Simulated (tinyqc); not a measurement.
Length of a polyene: Hueckel, PPP and singles CI along the polyenes. Computed by the program tinyqc. 

All-trans chains of carbon centres 1.40 angstrom apart:
```
parameter                               value
beta (eV), times 1 +/- alternation  -2.540000
alternation                          0.050000
W (eV)                              11.160000
gamma_rr (eV)                       10.680000
repulsion formula                        Ohno
```

Hueckel uses the same beta without repulsion; CIS keeps all single excitations and so misses the low, doubly excited 2Ag state. W is the valence ionisation energy of a centre, MN the Mataga-Nishimoto formula, f the oscillator strength.

Gaps and excitations (eV):
```
centres  Hueckel gap  PPP orbital gap  bright singlet (CIS)       f  lowest triplet (CIS)
2             5.3340          12.7426                6.9697  0.5976                3.6983
4             3.4414          10.0249                5.4051  1.1212                2.5679
6             2.5789           8.6479                4.4979  1.5775                2.0287
8             2.0909           7.8253                3.9157  1.9847                1.7352
10            1.7783           7.2860                3.5151  2.3523                1.5587
12            1.5616           6.9106                3.2264  2.6905                1.4448
```

The Hueckel gap tends to 4 x alternation x |beta| = 0.51 eV for long chains. Exchange opens the PPP orbital gap, and the attraction of electron and hole brings the bright state 3.68 eV below it at 12 centres; the triplet lies 1.78 eV lower still.
